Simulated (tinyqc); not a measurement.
## Absorption coefficient and reflectance from two thicknesses

Question. With transparent contact layers the responsivity is (1 - Rf)(1 - exp(-al wi)) q lam/(h c). The second absorber is twice as thick as the first. Find al and Rf.

Inputs (values chosen for the exercise): wavelength lam = 280 nm.

Constants: q = 1.602176634e-19 C, h = 6.62607015e-34 J s, c = 299792458 m/s. Results are converted to the units shown.

responsivity for wi = 0.14 and 0.28 um (A/W): [0.038959738, 0.070451586]

Answer. The ratio of the responsivities is 1 + exp(-al w1), which gives al; either value then gives 1 - Rf.

al = 1.52e4 1/cm
Rf = 0.100

Computed by the program tinyqc: `OMP_NUM_THREADS=1 python tinyqc.py 2250039 2250040 out.jsonl`, one thread of a shared Intel Xeon 2.30GHz, about 0.01 s for the whole run.
